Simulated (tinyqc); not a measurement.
Inside a calculation. Method: plane-wave Kohn-Sham cycle with exchange-only LDA in a layered model solid. One step of it, computed by the program tinyqc.

Question. Iteration 2: levels at that k. Diagonalise the Hermitian matrix.

H (hartree), order -3, -2, -1, +0, +1, +2, +3:
$$\begin{pmatrix}
0.626308 & 0.324316 & -0.039163 & 0.018810 & 0.008211 & 0.001553 & -0.001352 \\
0.324316 & 0.210150 & 0.324316 & -0.039163 & 0.018810 & 0.008211 & 0.001553 \\
-0.039163 & 0.324316 & -0.039545 & 0.324316 & -0.039163 & 0.018810 & 0.008211 \\
0.018810 & -0.039163 & 0.324316 & -0.122776 & 0.324316 & -0.039163 & 0.018810 \\
0.008211 & 0.018810 & -0.039163 & 0.324316 & -0.039545 & 0.324316 & -0.039163 \\
0.001553 & 0.008211 & 0.018810 & -0.039163 & 0.324316 & 0.210150 & 0.324316 \\
-0.001352 & 0.001553 & 0.008211 & 0.018810 & -0.039163 & 0.324316 & 0.626308
\end{pmatrix}$$

Give: eigenvalues.

Answer.

eigenvalues (hartree): [-0.6693, -0.2831, 0.0421, 0.2959, 0.4314, 0.8164, 0.8377]
